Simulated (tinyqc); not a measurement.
# Worked calculation: absorption edge of a degenerate semiconductor, band filling against gap narrowing

Program tinyqc, `OMP_NUM_THREADS=1 python tinyqc.py 2330109 2330110 out.jsonl`; Intel Xeon 2.30GHz, shared host, one thread, about 0.01 s. Printed values are rounded.

n-type, parabolic bands, full ionisation. eta = (EF - Ec)/kB T solves N = Nc F12(eta), F12(x) = (2/sqrt(pi)) int_0^infinity sqrt(u)/(1 + exp(u - x)) du. The gap shrinks rigidly by dEg = a3 y^(1/3) + a4 y^(1/4) + a2 y^(1/2), y = N/1e18 cm^-3, an empirical law that is here taken as the true narrowing.

Values chosen for this exercise; band and dielectric values close to those of indium phosphide:
- T = 350 K (temperature)
- Eg = 1.33 eV (band gap)
- Nc = 7.24e17 cm^-3 (conduction-band density of states at 350 K, from me)
- me = 0.0806 m0 (electron mass)
- mh = 0.588 m0 (hole mass)
- N = 1.4e17 cm^-3 (ionised donor density)
- a3 = 20 meV (coefficient of (N/1e18)^(1/3))
- a4 = 12.1 meV (coefficient of (N/1e18)^(1/4))
- a2 = 1.5 meV (coefficient of (N/1e18)^(1/2))

Constants: q = 1.602176634e-19 C, kB = 1.380649e-23 J/K, h = 6.62607015e-34 J s, c = 299792458 m/s, Vt = kB T/q. Results are converted to the units shown.

Range of the model: Band tails, non-parabolic bands and incomplete ionisation are left out.

## Iteration 1: Fermi level

eta at the start (Boltzmann value) = -1.6431

Newton step on ln F12(eta) = ln(N/Nc): eta(new) = eta - ln(Nc F12/N) F12/Fm, Fm(x) = dF12/dx = (1/sqrt(pi)) int_0^infinity u^(-1/2)/(1 + exp(u - x)) du.

F12 = 0.181396
Fm = 0.170516
eta after iteration 1 = -1.57510

## Course of the iteration

Stop when eta changes by less than 1e-9.

Course of the iteration:
```
iteration       eta    change
1          -1.57510    0.0680
2          -1.57497   1.32e-4
3          -1.57497  5.20e-10
```

Converged in 3 iterations.

## The optical edge

converged eta = -1.57497

Vertical transitions need an empty final state: the edge is taken where the state lies 4 kB T below EF, E_opt = Eg - dEg + (1 + me/mh) max(eta - 4, 0) kB T; wavelength h c/(q E_opt).

dEg = 18.3477 meV
EF - Ec = -47.5020 meV
filling shift = 0 meV
E_opt = 1.31165 eV
wavelength = 945.252 nm

The edge lies 18.3 meV below the undoped gap: narrowing outweighs filling.
